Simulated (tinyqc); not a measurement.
Free and trapped electrons in a MOS channel with a dense trap tail: one step of the calculation.

p-type body, charge-sheet picture, full ionisation (an idealisation for deep acceptors), Boltzmann statistics for free electrons. e = Ec - EF at the surface. Acceptor-like traps of density D(E) = D0 + De exp(-E/Ew) at depth E below Ec, from 0 to Eu, hold n_t = integral of D(E)/(1 + exp((e - E)/Vt)). psi = Eg - Vt ln(Nv/Na) - e; N_dep = sqrt(2 eps0 eps_r Na (psi - Vt)/q); n_f = sqrt(N_dep^2 + 2 eps0 eps_r Vt Nc exp(-e/Vt)/q) - N_dep; Vg = Vfb + psi + q (N_dep + n_t + n_f)/Cox, Cox = eps0 eox/tox.

Task. Trapped charge. Trapezoid rule on 12 equal steps from 0 to Eu, f = 1/(1 + exp((e - E)/Vt)).

Parameters, values chosen for the exercise; band and dielectric values close to those of 4H silicon carbide: temperature T = 250 K; constant background density of acceptor-like traps D0 = 9.6e10 cm^-2 eV^-1; density of the tail at the conduction edge De = 5.4e12 cm^-2 eV^-1; decay energy of the tail Ew = 0.14 eV; depth below Ec down to which the traps reach Eu = 0.97 eV; Ec - EF at the surface e = 0.042 eV.

Constants: q = 1.602176634e-19 C, kB = 1.380649e-23 J/K, Vt = kB T/q. Results are converted to the units shown.

Wanted: E; D(E) f; n_t.

Result.

```
point    E (eV)  D(E) f (cm^-2 eV^-1)
0             0             6.8481e11
1      0.080833             2.6847e12
2       0.16167             1.7908e12
3       0.24250             1.0512e12
4       0.32333             6.3226e11
5       0.40417             3.9704e11
6       0.48500             2.6499e11
7       0.56583             1.9087e11
8       0.64667             1.4926e11
9       0.72750             1.2590e11
10      0.80833             1.1278e11
11      0.88917             1.0542e11
12      0.97000             1.0129e11
```

n_t = 6.3844e11 cm^-2

Program tinyqc, `OMP_NUM_THREADS=1 python tinyqc.py 2222052 2222053 out.jsonl`; Intel Xeon 2.30GHz, shared host, one thread, about 0.02 s.
